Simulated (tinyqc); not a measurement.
Carrier lifetime from Shockley-Read-Hall, radiative, Auger and surface recombination: one step, computed by the program tinyqc. Command: `OMP_NUM_THREADS=1 python tinyqc.py 3005789 3005790 out.jsonl lifetime walk`. One thread of a shared host (Intel(R) Xeon(R) Processor @ 2.30GHz), about 0.02 s of CPU time with the checks.

Energies are counted from the top of the valence band. Boltzmann statistics, full ionisation, and equal excess densities of electrons and holes.

Task: Equilibrium densities. N_c = 2 M_c (2 pi m_e k_B T/h^2)^(3/2) and N_v = 2 (2 pi m_h k_B T/h^2)^(3/2), masses in units of m_0. n_i = sqrt(N_c N_v) exp(-E_g/2 k_B T); majority density N/2 + sqrt(N^2/4 + n_i^2), minority density n_i^2 over it.

Inputs (values chosen for the exercise, with bands modelled on CdS):

| quantity | value | unit |
|---|---|---|
| gap E_g | 2.51 | eV |
| electron mass m_e | 0.207 | m_0 |
| valleys M_c | 1 | - |
| hole mass m_h | 0.775 | m_0 |
| temperature T | 250 | K |
| doping N | 1.6e+14 | cm^-3 |

Doping: n-type. Surface term: two equal surfaces.

Constants: m_0 = 9.1093837015e-31 kg; k_B = 1.380649e-23 J/K; h = 6.62607015e-34 J s; k_B = 8.617333262e-05 eV/K.

Give: N_c; N_v; n_i; n_0; p_0.

Result:

N_c = 1.798e+18 cm^-3

N_v = 1.302e+19 cm^-3

n_i = 2.427e-07 cm^-3

n_0 = 1.60e+14 cm^-3

p_0 = 3.681e-28 cm^-3
